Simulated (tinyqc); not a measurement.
Inside a calculation. Model: solid solubility of a dopant against its melt (retrograde solidus), clustering and the electrically active fraction. Computed by tinyqc, a small Python program that keeps every step. Command: `OMP_NUM_THREADS=1 python tinyqc.py 3023101 3023102 out.jsonl retro walk`. One thread of a shared host (Intel(R) Xeon(R) Processor @ 2.30GHz), about 0.01 s of CPU time with the checks. Intermediate numbers are printed to about 7 digits and carried at full precision; extremes and crossings named in words are read from the listed rows.

Inputs (values chosen for the exercise, of the order of those of gold in silicon for the solubility):
```
quantity                                      value        unit
melting point of the host T_m                  1687           K
heat of melting of the host H_f                50.2      kJ/mol
interaction L of the melt                       -22      kJ/mol
enthalpy of transfer from melt to solid H      1.71          eV
entropy of transfer S                          2.58         k_B
site density N0                               5e+22      1/cm^3
temperature T                                  1550           K
total dopant density N_t                    5.5e+20      1/cm^3
atoms per cluster m                               2           -
cluster scale N* at 1273 K                  5.8e+20      1/cm^3
activation energy E_b of the cluster scale     0.21          eV
anneal temperature T_a                         1125           K
mobility mu                                      95  cm^2/(V s)
```

Clustering: clusters of m atoms, electrons left out.

Constants: R = 8.314462618 J/(mol K); k_B = 8.617333262e-05 eV/K; e = 1.602176634e-19 C; N_A = 6.02214076e+23 1/mol.

## Liquidus and solidus at T

x_l and x_s are atom fractions of the dopant in melt and solid; the solid is dilute. Liquidus of the host: R T ln(1 - x_l) + L x_l^2 = -H_f (1 - T/T_m). Distribution: k = x_s/x_l = exp[L (1 - x_l)^2/(R T)] exp(S/k_B - H/(k_B T)), the first factor being the activity coefficient in the melt. Solubility = x_s N0; at T_m x_l = 0.

x_l = 0.2126776

distribution coefficient k = 1.261543e-05

x_s = 2.683019e-06

solubility = 1.341509e+17 1/cm^3

k at the melting point = 2.141990e-05

k has changed by a factor 0.59 from its value at T_m, while x_l has grown from 0 to 0.213.

## The retrograde maximum

The largest x_s N0 between 900 K and T_m. For an ideal melt with constant heats the maximum has x_l = H_f/(H + H_f), H in the same units.

temperature of the maximum = 1547.323 K

largest solubility = 1.341825e+17 1/cm^3

x_l there = 0.2159711

ideal-melt value H_f/(H + H_f) = 0.2332823

The maximum lies 140 K below T_m: above it the melt runs out of dopant, below it k falls as exp(-H/(k_B T)).

## The solidus

The formulas are those given above.

Against temperature:
```
T (K)        x_l             k  solubility (1/cm^3)  over the maximum
1000   0.6940226  2.482413e-08         8.614255e+14         0.0064198
1100   0.6231272  1.372579e-07         4.276457e+15         0.0318705
1200   0.5471810  5.526388e-07         1.511967e+16         0.1126799
1300   0.4649561  1.730541e-06         4.023128e+16         0.2998251
1400   0.3743031  4.399515e-06         8.233761e+16         0.6136241
1500   0.2712334  9.295227e-06         1.260588e+17         0.9394580
1580   0.1742833  1.479636e-05         1.289379e+17         0.9609143
1640   0.0865170  1.909385e-05         8.259711e+16         0.6155580
1675   0.0243973  2.100906e-05         2.562826e+16         0.1909956
```

Between the first rows the Arrhenius energy of the solubility is 1.52 eV, against H = 1.71 eV; it shrinks to zero at 1547 K and turns negative beyond. A crystal saturated at the maximum precipitates dopant-rich liquid on cooling and on heating alike. Below a eutectic or compound temperature another phase would set the limit.

## Active fraction after the anneal

A highly soluble donor (another dopant than that of the solidus) is limited by clustering. Donors N_a are active, and clusters hold m atoms each: N_t = N_a + m C, m C = N* (N_a/N*)^m, with N*(T) = N*(1273 K) exp[-(E_b/k_B)(1/T - 1/1273)]. Resistivity = 1/(e mu N_a).

N*(T_a) = 4.508734e+20 1/cm^3

active density N_a = 3.211912e+20 1/cm^3

active fraction = 0.5839840

resistivity = 0.2045513 milliohm cm

Doubling the dose would raise N_a by only 60 %. Caution: this clustering law is a generic form; degeneracy and a doping-dependent mobility are left out.

## Active against total

A highly soluble donor (another dopant than that of the solidus) is limited by clustering. Donors N_a are active, and clusters hold m atoms each: N_t = N_a + m C, m C = N* (N_a/N*)^m, with N*(T) = N*(1273 K) exp[-(E_b/k_B)(1/T - 1/1273)].

Active density (1/cm^3):
```
N_t (1/cm^3)    N_a at T_a   fraction  N_a at T_a + 150 K  N_a at T_a - 150 K
1.00e+19      9.787533e+18  0.9787533        9.833771e+18        9.708283e+18
3.00e+19      2.823219e+19  0.9410731        2.859449e+19        2.763609e+19
1.00e+20      8.425516e+19  0.8425516        8.699163e+19        8.012786e+19
2.00e+20      1.500582e+20  0.7502908        1.574084e+20        1.396439e+20
5.00e+20      3.001662e+20  0.6003324        3.218911e+20        2.716312e+20
1.00e+21      4.828677e+20  0.4828677        5.254310e+20        4.293749e+20
2.00e+21      7.505595e+20  0.3752797        8.263097e+20        6.583793e+20
5.00e+21      1.292848e+21  0.2585696        1.439252e+21        1.119683e+21
```

The exponent d ln N_a/d ln N_t falls from 0.96 to 0.59, towards 1/m = 0.500. At the highest dose a 150 K hotter anneal gives 1.11 times the active density, and a later step 150 K cooler would cut it to 0.87 if it ran to equilibrium: short hot anneals come last. For ionised donors far above n_i the electrons enter the mass action too and halve the limiting exponent.

Checks made by the program: the ideal-melt maximum (relative difference 4e-09).
